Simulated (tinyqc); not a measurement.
Inside a calculation. Model: floating body of a partially depleted SOI transistor: body voltage and kink.

tinyqc, about 0.2 s, one thread, Intel Xeon 2.30GHz (shared host): `OMP_NUM_THREADS=1 python tinyqc.py 2182238 2182239 out.jsonl` Printed values are rounded.

Source at 0 V. Channel current Ic = 2 nf K Vt^2 [F(0) - F(Vd)](1 + la Vd), F(V) = ln^2(1 + exp((Vg - VT - nf V)/(2 nf Vt))), VT = VT0 - gb Vb. Saturation voltage Vs = 2 Vt sqrt(F(0)) + 3 Vt, excess Ve = (Vd - Vs + sqrt((Vd - Vs)^2 + 0.0004 V^2))/2, multiplication M1 = Ai Ve exp(-Bl/Ve). Each junction passes D(v) = J1 (exp(v/Vt) - 1) + J2 (exp(v/(2 Vt)) - 1). Bipolar current Ib = bb J1 (exp(Vb/Vt) - 1). The body settles where M1 (Ic + Ib) = D(Vb) + D(Vb - Vd) + Vb/Rb; drain current Id = (1 + M1)(Ic + Ib) - D(Vb - Vd).

Inputs (values chosen for the exercise); values of the order met in partially depleted silicon-on-insulator transistors: temperature T = 330 K; threshold at zero body voltage VT0 = 0.5 V; fall of the threshold per volt of body voltage gb = 0.29; slope factor nf = 1.33; gain factor per width K = 290 uA/(V^2 um); channel-length modulation factor la = 0.08 1/V; impact-ionisation prefactor Ai = 2.27 1/V; impact-ionisation voltage Bl = 8.3 V; diffusion saturation current of each junction J1 = 3.6e-12 uA/um; recombination saturation current of each junction J2 = 1.6e-7 uA/um; gain of the lateral bipolar transistor on the diffusion current bb = 0; resistance of a weak body tie to the source (1e9 stands for no tie, and the term is then dropped) Rb = 1e9 kohm um; gate voltage Vg = 0.54 V; drain voltage Vd = 1.8 V.

Constants: q = 1.602176634e-19 C, kB = 1.380649e-23 J/K, Vt = kB T/q. Results are converted to the units shown.

Range of the model: The multiplication law is an empirical form chosen for the exercise; self-heating and capacitive coupling to the body are left out, and the linear laws are rough once Vb passes about 0.7 V or M1 about 0.1.

## Starting value

Vb = 0.74 V.

Vb at the start = 0.74 V

## Iteration 1: new Vb

Current into the body I_in = M1 (Ic + Ib) - D(Vb - Vd), current out I_out = D(Vb) + Vb/Rb; f = ln(I_in/I_out), s = df/dVb by central differences over 1e-5 V, Vb(new) = Vb - f/s.

Ic = 8.24853 uA/um
Ve = 1.52139 V
M1 = 0.0147559
I_in = 0.121715 uA/um
I_out = 0.792060 uA/um
f = -1.87296
s = -32.2905 1/V
Vb after iteration 1 = 0.681997 V

## Iteration 2: new Vb

As before.

Ic = 7.24237 uA/um
Ve = 1.53357 V
M1 = 0.0155324
I_in = 0.112491 uA/um
I_out = 0.119526 uA/um
f = -0.0606548
s = -29.9344 1/V
Vb after iteration 2 = 0.679970 V

## Iteration 3: new Vb

As before.

Ic = 7.20855 uA/um
Ve = 1.53399 V
M1 = 0.0155599
I_in = 0.112165 uA/um
I_out = 0.112177 uA/um
f = -1.13639e-4
s = -29.8219 1/V
Vb after iteration 3 = 0.679967 V

## Course of the iteration

Stop when the step is below 1e-10 V, or after 40 iterations.

Course of the iteration:
```
iteration  Vb before the step (V)   step (V)
1                            0.74    -0.0580
2                        0.681997   -2.03e-3
3                        0.679970   -3.81e-6
4                        0.679967  -1.36e-11
```

Converged in 4 iterations.

## Drain current with floating and with grounded body

converged Vb = 0.679967 V

Id and VT at the converged Vb, Id at Vb = 0, their ratio, and the bipolar share Ib/(Ic + Ib).

VT = 0.302810 V
Id, floating = 7.32065 uA/um
Id, grounded = 0.720137 uA/um
ratio = 10.1656
bipolar share = 0.00000 %

The body rises to 0.680 V and lowers the threshold by 197 mV.
